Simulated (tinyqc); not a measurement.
Inside a calculation: complex band structure along [001] in sp3s* tight binding. Values are carried at full precision from step to step, so a last printed digit may differ when a step is redone from the rounded ones.

For k = (0, 0, kz) the phase sums are g0 = cos(phi) and g3 = i sin(phi), phi = kz a/4, and the s, pz, s* orbitals of anion (a) and cation (c) decouple from px, py. With z = exp(i phi), H(z) = H0 + z T + T^T/z for any complex z. H0 is diagonal (Esa, Epa, Exa, Esc, Epc, Exc). The anion-cation block is B(z) = z U + W/z and the cation-anion block z W^T + U^T/z, where U has Vss/2 (s,s), Vsapc/2 (s,z), -Vscpa/2 (z,s), Vxx/2 (z,z), Vxapc/2 (s*,z), -Vpaxc/2 (z,s*), and W has the same values with the s-z and s*-z signs reversed. |z| = 1 is a band state, |z| < 1 decays along [001] as exp(-kappa d) over a distance d, kappa = -(4/a) ln|z|. No spin-orbit coupling.

Values chosen for the exercise (out of a larger set: near a published set for Si, fitted to gaps, whose masses and valley positions are rough (light masses up to twice too heavy); not measured data): p = (-4.234, 1.729, -4.234, 1.729, 6.636, 6.636, -8.297, 1.703, 4.538, 5.784, 5.784, 5.341, 5.341) eV (order Esa, Epa, Esc, Epc, Exa, Exc, Vss, Vxx, Vxy, Vsapc, Vscpa, Vxapc, Vpaxc); dE = 0.61 eV (E - Ev); a = 5.434 angstrom (lattice constant).

## The layer matrices

Parameters in the order Esa, Epa, Esc, Epc, Exa, Exc, Vss, Vxx, Vxy, Vsapc, Vscpa, Vxapc, Vpaxc. Form H0 and T.

diagonal of H0 (eV): sa -4.2340, za 1.7290, s*a 6.6360, sc -4.2340, zc 1.7290, s*c 6.6360

T (eV):
```
          sa      za      s*a       sc      zc      s*c
sa    0.0000  0.0000   0.0000  -4.1485  2.8920   0.0000
za    0.0000  0.0000   0.0000  -2.8920  0.8515  -2.6705
s*a   0.0000  0.0000   0.0000   0.0000  2.6705   0.0000
sc   -4.1485  2.8920   0.0000   0.0000  0.0000   0.0000
zc   -2.8920  0.8515  -2.6705   0.0000  0.0000   0.0000
s*c   0.0000  2.6705   0.0000   0.0000  0.0000   0.0000
```

## Edges at Gamma

At z = 1 the levels follow from the blocks [[Esa, Vss], [Vss, Esc]] and [[Epa, Vxx], [Vxx, Epc]]: Ev is the lower p root, and the direct gap ends at the lower of the upper roots.

Ev = 0.0260 eV
EG (direct gap) = 3.4060 eV

## Complex wave vectors at one energy in the gap

Solve det(H0 - E + z T + T^T/z) = 0 with E = Ev + dE, as the linear problem [[0, 1], [-T^T, E - H0]] x = z [[1, 0], [0, T]] x. Roots come as z, -z, 1/z and conjugates; list those with 0 < |z| < 1 and Re z, Im z >= 0, by falling |z|. Re kz = arg(z)/(pi/2) in units of 2 pi/a, kappa = -(4/a) ln|z|.

Decaying roots:

| Re z | Im z | \|z\| | Re kz (2 pi/a) | kappa (1/angstrom) |
|---|---|---|---|---|
| 0.8076 | 0.0000 | 0.8076 | 0.0000 | 0.1573 |
| 0.2700 | 0.5821 | 0.6417 | 0.7235 | 0.3266 |

The slowest root has kappa = 0.1573 1/angstrom at Re kz = 0.000: a purely imaginary k at Gamma. The probability falls by exp(-2 kappa d), a factor 23.2 over 1 nm.

## The px, py block

For px and py the determinant gives (E - Epa)(E - Epc) = Vxx^2 cos^2(phi) + Vxy^2 sin^2(phi). With phi = i kappa a/4 this is sinh^2(kappa a/4) = ((E - Epa)(E - Epc) - Vxx^2)/(Vxx^2 - Vxy^2), E = Ev + dE. Parameters in the order Esa, Epa, Esc, Epc, Exa, Exc, Vss, Vxx, Vxy, Vsapc, Vscpa, Vxapc, Vpaxc.

sinh^2(kappa a/4) = 0.09640
kappa of the heavy-hole branch = 0.2250 1/angstrom

This branch decays faster than the slowest root of the s-pz block (0.1573), by a factor 1.43 in kappa.

## Checks

- Largest distance of a level of the 6 x 6 block at kz = 0.37 (2 pi/a) from a level of the full matrix, against zero (eV): both 0.000000.

tinyqc: `OMP_NUM_THREADS=1 python tinyqc.py 1481635 1481636 out.jsonl`; about 0.01 s, one thread, shared Intel(R) Xeon(R) Processor @ 2.30GHz.
